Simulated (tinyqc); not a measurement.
Worked calculation: sp3 tight binding, zinc-blende lattice. One step of it, computed by the program tinyqc.

Question. Levels at k. Diagonalise the Hermitian matrix.

H(k) at k (eV), order a s, a px, a py, a pz, c s, c px, c py, c pz:
```
[[-12.740000, 0.000000, 0.000000, 0.000000, -8.008143+1.357865i, 2.130071-1.969254i, -1.123243+3.734411i, 1.478558-2.836988i],
 [0.000000, -7.000000, 0.000000, 0.000000, -2.130071+1.969254i, 1.941368-0.329179i, 1.713303-3.287406i, -1.301576+4.327310i],
 [0.000000, 0.000000, -7.000000, 0.000000, 1.123243-3.734411i, 1.713303-3.287406i, 1.941368-0.329179i, 2.468254-2.281906i],
 [0.000000, 0.000000, 0.000000, -7.000000, -1.478558+2.836988i, -1.301576+4.327310i, 2.468254-2.281906i, 1.941368-0.329179i],
 [-8.008143-1.357865i, -2.130071-1.969254i, 1.123243+3.734411i, -1.478558-2.836988i, -12.740000, 0.000000, 0.000000, 0.000000],
 [2.130071+1.969254i, 1.941368+0.329179i, 1.713303+3.287406i, -1.301576-4.327310i, 0.000000, -7.000000, 0.000000, 0.000000],
 [-1.123243-3.734411i, 1.713303+3.287406i, 1.941368+0.329179i, 2.468254+2.281906i, 0.000000, 0.000000, -7.000000, 0.000000],
 [1.478558+2.836988i, -1.301576-4.327310i, 2.468254+2.281906i, 1.941368+0.329179i, 0.000000, 0.000000, 0.000000, -7.000000]]
```

Give: eigenvalues; weights |c|^2 of the basis functions.

Answer.

eigenvalues (eV): [-22.6511, -15.8216, -12.8745, -12.2098, -2.3275, -1.8925, -1.2359, 1.5329]

weights |c|^2 of the basis functions, order a s, a px, a py, a pz, c s, c px, c py, c pz:
```
[[0.4498, 0.1095, 0.0069, 0.0052, 0.3356, 0.0052, 0.0039, 0.0839],
 [0.0086, 0.1515, 0.3044, 0.0090, 0.0920, 0.0323, 0.2608, 0.1415],
 [0.0255, 0.1087, 0.0404, 0.2977, 0.0432, 0.3343, 0.0163, 0.1339],
 [0.0162, 0.1304, 0.1483, 0.1881, 0.0292, 0.1282, 0.2191, 0.1407],
 [0.4498, 0.1095, 0.0069, 0.0052, 0.3356, 0.0052, 0.0039, 0.0839],
 [0.0086, 0.1515, 0.3044, 0.0090, 0.0920, 0.0323, 0.2608, 0.1415],
 [0.0255, 0.1087, 0.0404, 0.2977, 0.0432, 0.3343, 0.0163, 0.1339],
 [0.0162, 0.1304, 0.1483, 0.1881, 0.0292, 0.1282, 0.2191, 0.1407]]
```
